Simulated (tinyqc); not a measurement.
Hubbard chain of 4 sites, step by step. Computed by tinyqc, a small Python program that keeps every step. Settings: hopping = 1.96, U = 6.3, mixing = 0.5, iteration cap = 57. Command: `OMP_NUM_THREADS=1 python tinyqc.py 24412 24413 out.jsonl` (the two numbers bound the seeds that draw the settings). One thread of a shared host (Intel(R) Xeon(R) Processor @ 2.60GHz), about 0.2 s of CPU time with the checks. Later iterations appear only in the table of the cycle.

## Mean-field iteration 1

one-body matrix (hopping and site energies) (eV):
```
           1          2          3          4
1   1.000000  -1.960000   0.000000   0.000000
2  -1.960000  -0.580000  -1.960000   0.000000
3   0.000000  -1.960000   0.350000  -1.960000
4   0.000000   0.000000  -1.960000   0.240000
```

U = 6.300000 eV

electrons, up and down: 2  2

mixing = 0.500000

n(up) at the start (a guess, not normalised): 1 0.550000, 2 0.450000, 3 0.550000, 4 0.450000

n(down) at the start (a guess): 1 0.450000, 2 0.550000, 3 0.450000, 4 0.550000

H(up) = T + U n(down), H(down) = T + U n(up); fill the lowest levels; n(new) = n + mixing (n(out) - n); E = tr T (rho up + rho down) + U sum n_up n_down of the output.

levels, up (eV): 0.040254  2.327204  4.803827  6.438715

levels, down (eV): -0.051729  2.147966  4.988473  6.525290

energy = -1.425239 eV

n(up) after iteration 1: 1 0.476291, 2 0.520239, 3 0.546554, 4 0.456916

n(down) after iteration 1: 1 0.342703, 2 0.627730, 3 0.426917, 4 0.602650

## Mean-field iteration 2

As before.

levels, up (eV): 0.123384  2.222919  4.748798  6.514900

levels, down (eV): 0.111684  2.172174  4.775893  6.550249

energy = -1.694537 eV

n(up) after iteration 2: 1 0.528104, 2 0.493781, 3 0.573414, 4 0.404702

n(down) after iteration 2: 1 0.332248, 2 0.630828, 3 0.422494, 4 0.614431

## Convergence

Each step fills the lowest levels of T + U n(other spin) and sets n(new) = n + mixing (n(out) - n); stop when output and input agree to 1e-8.

Course of the cycle:
```
iteration       E (eV)  largest |n(out) - n(in)|  mean |n_up - n_down|
1          -1.42523851                  2.15e-01              0.153224
2          -1.69453676                  1.04e-01              0.220163
3          -1.81010464                  8.40e-02              0.290293
4          -1.94725676                  9.45e-02              0.371058
5          -2.09414055                  9.69e-02              0.449683
6          -2.22185004                  9.20e-02              0.518417
7          -2.31464029                  7.93e-02              0.573192
8          -2.37417888                  6.37e-02              0.614506
9          -2.40948448                  4.88e-02              0.644763
10         -2.42939929                  3.81e-02              0.666590
11         -2.44026949                  2.97e-02              0.682216
...                ...                       ...                   ...
46         -2.45238421                  2.68e-07              0.720838
47         -2.45238421                  1.91e-07              0.720838
48         -2.45238421                  1.36e-07              0.720838
49         -2.45238421                  9.66e-08              0.720838
50         -2.45238421                  6.88e-08              0.720838
51         -2.45238421                  4.90e-08              0.720838
52         -2.45238421                  3.49e-08              0.720838
53         -2.45238421                  2.48e-08              0.720838
54         -2.45238421                  1.77e-08              0.720838
55         -2.45238421                  1.26e-08              0.720838
56         -2.45238421                  8.95e-09              0.720838
```

local moments n_up - n_down: 1 0.789139, 2 -0.635378, 3 0.652538, 4 -0.806299

Converged in 56 iterations. Before convergence this energy mixes input and output and is not variational, so it may rise towards its limit.

## Exact diagonalisation (36 states)

Lowest levels of the sector, and the double occupancy of the lowest state.

lowest levels (eV): -3.464834  -2.223035  -0.994621  -0.430719  0.340339  1.010000

double occupancy per site = 0.110421

The mean-field solution above lies 1.0124 eV above the exact energy.

## The lowest level by Lanczos steps

From a random start vector (not printed): a_j = <q_j|H|q_j>, b_j = norm of the remainder after orthogonalising; the Ritz value is the lowest eigenvalue of the tridiagonal matrix of a and b so far.

Lanczos:
```
j   a_j (eV)  b_j (eV)  lowest Ritz value (eV)
1   5.733503  5.994230              5.73350349
2   9.692441  6.850273              1.40035823
3   6.220066  5.747813             -1.44098847
4   8.437071  6.177159             -2.62228823
5   7.038472  4.414904             -3.21809483
6   6.983248  5.093425             -3.39291151
7   8.576344  3.940223             -3.45185893
8   8.375293  4.590372             -3.46168940
9   7.422758  4.839301             -3.46399833
10  9.056103  4.259907             -3.46461956
```
